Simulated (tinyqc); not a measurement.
Depth and level of a trap from the time ratio.

Problem. For an oxide trap tc/te = exp(E/Vt) with E = E0 - dpsi - (xt/tox)(Vg - VT - dpsi), dpsi being the rise of the surface potential above its value at threshold. Find xt and E0, and the depth that would be read if dpsi were ignored.

Inputs (values chosen for the exercise):
```
symbol  value  unit              meaning
T         250     K          temperature
tox       2.6    nm  insulator thickness
```

Constants: q = 1.602176634e-19 C, kB = 1.380649e-23 J/K, Vt = kB T/q. Results are converted to the units shown.

Vg - VT (V): 0.31  0.46
tc/te: 2.9655095  0.12097272
dpsi (V): 0.061407663  0.070872936

Answer. E + dpsi is a straight line in the oxide voltage Vg - VT - dpsi with slope -xt/tox and intercept E0. Ignoring dpsi assigns the motion of the bands to the trap and overstates its depth.

xt = 1.10 nm
E0 = 0.190 eV
depth read without dpsi = 1.19 nm

Numbers from tinyqc (`OMP_NUM_THREADS=1 python tinyqc.py 2710003 2710004 out.jsonl`; about 0.01 s on one thread of a shared Intel Xeon 2.30GHz).
